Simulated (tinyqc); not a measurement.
# Delta-doped HEMT, charge control: effect of the gate voltage

A two-dimensional electron gas of density ns under a barrier. EF and the subbands are counted from the conduction-band edge of the channel at the interface. Two subbands of a triangular well with an infinite wall, parabolic band, no carriers in the barrier.

Fully depleted barrier with eb = ebr: Vp = q ND (d - ds)/(eps0 eb); donors per area ND; Voff = phiB - dEc - Vp. F = q (eta ns + Nb)/(eps0 ec) in eV/nm; E_k = a_k (C F^2/me)^(1/3), a_0 = 2.338107, a_1 = 4.087949, C = hbar^2/(2 m0); D = me m0 q/(pi hbar^2); ns = D Vt [ln(1 + exp((EF - E_0)/Vt)) + ln(1 + exp((EF - E_1)/Vt))], which gives EF = E_0 + Vt ln{2 s/[(1 + u) + sqrt((1 + u)^2 + 4 u s)]} with s = exp(ns/(D Vt)) - 1, u = exp((E_0 - E_1)/Vt). Charge control: ns + Nb = eps0 eb (Vg - Voff - EF)/(q d). Gate capacitance C = q dns/dVg = eps0 eb/(d + dd), dd = (eps0 eb/q) dEF/dns.

Parameters, values chosen for the exercise; material values close to those of InAlAs on In0.53Ga0.47As:

| symbol | value | unit | meaning |
|---|---|---|---|
| T | 300 | K | temperature |
| d | 20 | nm | barrier thickness from gate to channel |
| ds | 4.1 | nm | undoped spacer next to the channel |
| me | 0.0418 | m0 | electron mass in the channel |
| ec | 13.8 |  | relative permittivity of the channel |
| ebr | 12.5 |  | relative permittivity of the barrier |
| phiB | 0.694 | eV | barrier height of the gate |
| dEc | 0.498 | eV | conduction-band offset |
| ND | 2.3e12 | cm^-2 | sheet density of the donor plane at ds from the channel |
| eta | 0.75 |  | share of ns that counts in the confining field |
| Nb | 1e10 | cm^-2 | depletion charge of the buffer |

Constants: q = 1.602176634e-19 C, kB = 1.380649e-23 J/K, hbar = 1.054571817e-34 J s, m0 = 9.1093837015e-31 kg, Vt = kB T/q, eps0 = 8.8541878128e-14 F/cm where lengths are in cm, hbar^2/(2 m0) = 0.0380998212 eV nm^2. Results are converted to the units shown.

The same in every row: Voff (V) = -0.33339.

Result of one run:
```
Vg (V)  ns (cm^-2)  EF (eV)  EF - E_0 (eV)  second subband (%)  dd (nm)  C (uF/cm^2)   EF/dEc
0.13     1.0458e12  0.15773       0.049609              11.255   9.0259      0.38130  0.31672
```

What becomes of these results when the gate voltage Vg is changed from 0.13 to 0.21 V, all else the same?

Result of the changed run:
```
Vg (V)  ns (cm^-2)  EF (eV)  EF - E_0 (eV)  second subband (%)  dd (nm)  C (uF/cm^2)   EF/dEc
0.21     1.2378e12  0.18214       0.061317              10.246   8.5621      0.38750  0.36574
```

The whole series:
```
Vg (V)  ns (cm^-2)    EF (eV)  EF - E_0 (eV)  second subband (%)  dd (nm)  C (uF/cm^2)     EF/dEc
-0.48     1.9413e9   -0.15007       -0.15647              45.382   946.77     0.011448   -0.30134
-0.4     2.4833e10  -0.076694      -0.088490              41.657   91.618     0.099158   -0.15400
-0.31    1.2085e11  -0.014492      -0.041766              32.278   27.607      0.23248  -0.029101
-0.22    2.7346e11   0.031324      -0.013929              24.132   16.575      0.30260   0.062900
-0.14    4.3355e11   0.064973      0.0041488              19.142   12.969      0.33570    0.13047
-0.05    6.2887e11   0.098426       0.020969              15.385   10.929      0.35784    0.19764
0.04     8.3407e11    0.12901       0.035830              12.910   9.7673      0.37181    0.25906
0.13     1.0458e12    0.15773       0.049609              11.255   9.0259      0.38130    0.31672
0.21     1.2378e12    0.18214       0.061317              10.246   8.5621      0.38750    0.36574
0.3      1.4570e12    0.20866       0.074110              9.4705   8.1719      0.39286    0.41900
```

As Vg goes from -0.48 to 0.3, ns rises from 1.94e9 to 1.46e12 cm^-2, EF rises from -0.150 to 0.209 eV and C rises from 0.0114 to 0.393 uF/cm^2. In the last row C is 71.0 % of eps0 eb/d. The line through the last two rows reaches ns = 0 at Vg = -0.298 V, above Voff = -0.333 V since part of the gate voltage goes into raising EF and into the buffer charge. The second subband holds over 20 % for Vg = -0.48, -0.4, -0.31, -0.22, where the higher subbands left out would add electrons. EF exceeds 0.2 eV for Vg = 0.3, where non-parabolicity matters for so light a mass.

Computed by the program tinyqc: `OMP_NUM_THREADS=1 python tinyqc.py 2180068 2180069 out.jsonl`, one thread of a shared Intel Xeon 2.30GHz, about 0.01 s for the whole run.
